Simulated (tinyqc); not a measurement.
Gate voltage for a given inversion charge.

Question. p-type body, charge-sheet picture, depletion and inversion only, full ionisation (an idealisation for deep acceptors), Boltzmann statistics (rough once Na exp(x - xn) passes about Nc/7). In units of Vt: xg = (Vg - Vfb)/Vt, x = psi/Vt, G = gamma/sqrt(Vt), xn = (2 phiF + Vc)/Vt. The implicit equation is (xg - x)^2 = G^2 [x - 1 + exp(x - xn)] for x above about 3. Cox = eps0 eox/tox. ni = sqrt(Nc Nv) exp(-Eg/(2 Vt)), Eg in volts; phiF = Vt ln(Na/ni); gamma = sqrt(2 q eps0 eps_r Na)/Cox. N_inv = (Cox Vt G/q) [sqrt(x - 1 + exp(x - xn)) - sqrt(x - 1)]. Find x - xn, psi and Vg.

Inputs (values chosen for the exercise); band and dielectric values those of a made-up semiconductor:
- T = 350 K (temperature)
- Eg = 1.23 eV (band gap)
- eps_r = 10.3 (relative permittivity)
- Nc = 4.35e19 cm^-3 (conduction-band density of states at T)
- Nv = 2.85e19 cm^-3 (valence-band density of states at T)
- eox = 3.9 (relative permittivity of the gate insulator (close to silicon dioxide))
- tox = 4.8 nm (insulator thickness)
- Na = 9.7e16 cm^-3 (acceptor density)
- Vfb = -0.4 V (flat-band voltage)
- Vc = 1 V (channel-body voltage)

Constants: q = 1.602176634e-19 C, kB = 1.380649e-23 J/K, Vt = kB T/q, eps0 = 8.8541878128e-14 F/cm where lengths are in cm. Results are converted to the units shown.

N_inv = 1.9e11 cm^-2

Answer. N_inv rises steadily with x, so it fixes x; the implicit equation then gives xg directly.

x - xn = 2.88
psi = 1.96 V
Vg = 1.93 V

Numbers from tinyqc (`OMP_NUM_THREADS=1 python tinyqc.py 2122175 2122176 out.jsonl`; about 0.01 s on one thread of a shared Intel Xeon 2.30GHz).
